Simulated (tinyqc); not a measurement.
What moves the results: nanosheet or nanowire with hard walls, valleys of the Ge type. A value that a table varies takes the place of the one given here.

Four ellipsoidal valleys along <111>: inverse mass tensor w = 1/mt + (1/ml - 1/mt) a a^T with a the unit axis. Device axes: x along the channel, z = [001], y = z x x. The Gamma and Delta valleys are left out; the heavy Delta valleys, about 0.18 eV up, lie lowest once the L levels pass about 0.2 eV.

Hard walls around a W x H rectangle. The block w_c of w in (y, z) confines; the transport mass follows from 1/m_x = w_xx - w_xc w_c^-1 w_cx. The cross-section problem c (w_yy ky^2 + 2 w_yz ky kz + w_zz kz^2), c = hbar^2/2m0, is solved in products sin(n pi y/W) sin(l pi z/H), n, l = 1 to 12; if w_yz = 0 the levels are c pi^2 (w_yy n^2/W^2 + w_zz l^2/H^2). The w_yz term couples (n, l) to (n', l') by -2 c w_yz D_nn'(W) D_ll'(H) with D_nm(L) = 4 n m/(L (n^2 - m^2)) for n + m odd and 0 otherwise.

Without degeneracy the line density is N1 exp((EF - Ec)/kB T) with N1 = sum 2 g sqrt(m_x kB T/(4 pi c)) exp(-E/kB T), here over n, l up to 80 where w_yz = 0 and over all levels of a 12 x 12 sine basis otherwise; the classical value is W H Nc with Nc = 2 g_all (m_dos kB T/(4 pi c))^(3/2), m_dos = (ml mt^2)^(1/3); dVt = kB T ln(W H Nc/N1).

Constants: hbar^2/2m0 = 3.80998211 eV angstrom^2; kB = 8.617333262e-05 eV/K.

Values chosen for the exercise (near those of Ge; shifted at random, so the results belong to these values and not to a real crystal): ml = 1.599 m0 (longitudinal mass); mt = 0.083 m0 (transverse mass); T = 350 K (temperature); g_all = 4 (number of valleys); channel = 110 (transport direction x on a (001) wafer); H = 58 angstrom (height, along z = [001]); Ws = (30, 40, 50, 65, 85, 110, 140) angstrom (widths); W = 45 angstrom (width, along y).

## From wire to sheet

Valleys:
```
group  valleys g      w_yy     w_zz   |w_yz|  m_x (m0)
A              2   4.43299  8.24059  5.38476   0.08300
B              2  12.04819  8.24059  0.00000   1.09367
```

Lowest level of each group (groups ordered by w_zz, then w_yy) and dVt against the width.

Results:
```
W (angstrom)  A1 (eV)  B1 (eV)  dVt (mV)
30             0.2229   0.5955     215.0
40             0.1516   0.3753     152.1
50             0.1237   0.2733     128.7
65             0.1074   0.1993     112.5
85             0.0998   0.1548      99.8
110            0.0962   0.1296      91.2
140            0.0945   0.1152      85.9
```

dVt falls from 215 to 86 mV. Group A is lowest at every width, by 373 meV in the narrowest and 21 meV in the widest. At the widest W the lowest level is 0.0945 eV; the film limit c pi^2 w_zz/H^2 of that group is 0.0921 eV.

## Channel direction

The same rectangle along [100] and [110]; groups ordered by w_zz, then w_yy.

Lowest level of each group:
```
channel, group  valleys g    w_yy   w_zz  |w_yz|  m_x (m0)  E (eV)
[100] A                 4   8.241  8.241   3.808     0.588  0.2347
[110] A                 2   4.433  8.241   5.385     0.083  0.1346
[110] B                 2  12.048  8.241   0.000     1.094  0.3158
```

The lowest subband has m_x = 0.588 m0 and 4 valleys along [100], and 0.083 m0 and 2 valleys along [110]; its edge lies at 0.2347 and 0.1346 eV. At equal energy above the edge the carriers of the [110] channel are faster by a factor 2.66.

## What each parameter does

E1 and E2 are the two lowest subband edges over all groups. Each row changes one parameter from the base and keeps the others.

Results:
```
case             E1 (eV)  E2 - E1 (meV)  m_x of lowest (m0)  dVt (mV)
base              0.1346           84.3               0.083     137.9
W = 35 angstrom   0.1785          100.3               0.083     175.2
H = 66 angstrom   0.1186           73.7               0.083     124.9
T = 320 K         0.1346           84.3               0.083     135.7
ml = 1.759 m0     0.1325           80.2               0.083     136.9
mt = 0.075 m0     0.1465           88.5               0.075     148.6
```

The largest shifts from the base row, up to three for each result and ties (the steps differ in size, so this ranks the rows, not the parameters). E1 (eV): W +0.0438, H -0.0161, mt +0.0118; unchanged at the printed digits by T. E2 - E1 (meV): W +16.0, H -10.6, mt +4.2; unchanged at the printed digits by T. m_x of lowest (m0): mt -0.008; unchanged at the printed digits by W, H, T and ml. dVt (mV): W +37.3, H -13.1, mt +10.7.

Run: tinyqc, `OMP_NUM_THREADS=1 python tinyqc.py 1281884 1281885 out.jsonl`; Intel(R) Xeon(R) Processor @ 2.30GHz, one thread, shared host; about 0.2 s of CPU time with all checks.
